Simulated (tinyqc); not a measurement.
From results to parameters: Hubbard dimer. Computed by the program tinyqc.

Problem. A two-site Hubbard model with two electrons has its ground state at (U - sqrt(U^2 + 16 t^2))/2, the triplet at 0 and the odd ionic singlet at U. Find t, U and the double occupancy per site.

singlet-triplet splitting = 0.320091 eV
gap from the ground state to the ionic odd singlet = 4.060091 eV

Solution. The difference of the two gaps is U and their product is 4 t^2; the double occupancy per site is (1 - U/sqrt(U^2 + 16 t^2))/4.

t, U (eV): 0.570  3.740
double occupancy per site = 0.0365
